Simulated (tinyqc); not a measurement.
Inside a calculation. Model: front-illuminated p-i-n photodiode, quantum efficiency and bandwidth.

Numbers from tinyqc (`OMP_NUM_THREADS=1 python tinyqc.py 2250109 2250110 out.jsonl`; about 0.01 s on one thread of a shared Intel Xeon 2.30GHz). Printed values are rounded.

Light enters through a p layer (0 to xp), a depleted layer (xp to xp + wi) and a thick n substrate, decaying as exp(-al x); one pass, no back reflection. Carriers made in the depleted layer are all collected; those in the neutral layers diffuse.

Inputs (values chosen for the exercise); values close to those of 4H silicon carbide at this wavelength: wavelength lam = 280 nm; absorption coefficient al = 14900 1/cm; reflectance of the front face Rf = 0.1; relative permittivity eps_r = 9.67; thickness of the front p layer xp = 0.17 um; thickness of the depleted layer wi = 0.47 um; electron diffusion coefficient in the p layer Dn = 4.9 cm^2/s; electron diffusion length in the p layer Ln = 1.5 um; recombination velocity of the front surface S = 4000 cm/s; hole diffusion length in the thick n substrate Lp = 40 um; electron drift velocity ve = 1.93e7 cm/s; hole drift velocity vh = 1.38e7 cm/s; diameter dia = 130 um; load resistance RL = 50 ohm; parasitic capacitance Cp = 40 fF; modulation frequency f = 58 GHz.

Constants: q = 1.602176634e-19 C, h = 6.62607015e-34 J s, c = 299792458 m/s, eps0 = 8.8541878128e-14 F/cm where lengths are in cm. Results are converted to the units shown.

## Quantum efficiency

k = al Ln, s = S Ln/Dn, e = exp(-al xp); front layer f1 = (k/(k^2 - 1)) {[s + k - e (s cosh(xp/Ln) + sinh(xp/Ln))]/[s sinh(xp/Ln) + cosh(xp/Ln)] - k e}; depleted layer f2 = e (1 - exp(-al wi)); substrate f3 = e exp(-al wi) al Lp/(1 + al Lp); external efficiency (1 - Rf)(f1 + f2 + f3); responsivity = efficiency q lam/(h c).

s = 0.1224490
f1 = 0.2212045
f2 = 0.3908837
f3 = 0.3789923
external efficiency = 0.8919725
responsivity = 0.2014388 A/W

The front layer absorbs 22.4 % of the light that enters and collects 98.9 % of that. Diffusion from the neutral layers makes up 60.6 % of the current.

## Response at one frequency

Drift response for pairs made in the depleted layer, a = al wi, g = 1 - exp(-a), u = 2 pi i f, te = wi/ve, th = wi/vh: electrons He = [g - a (exp(-a) - exp(-u te))/(u te - a)]/(u te g), holes Hh = [g - a (1 - exp(-a - u th))/(a + u th)]/(u th g); C = eps0 eps_r pi (dia/2)^2/wi + Cp; total |He + Hh|/sqrt(1 + (2 pi f RL C)^2), for the current of the depleted layer alone.

te = 2.435233 ps
th = 3.405797 ps
He = 0.5190369-0.1670899i
Hh = 0.3932474-0.1597799i
|He + Hh| = 0.9690751
C = 2457.987 fF
total response = 0.02163176

The drift response alone falls to 1/sqrt(2) at 193 GHz and the RC term alone at 1.30 GHz; together they give 1.29 GHz for this part of the current; the diffusion currents, left out, respond on their own time scales.
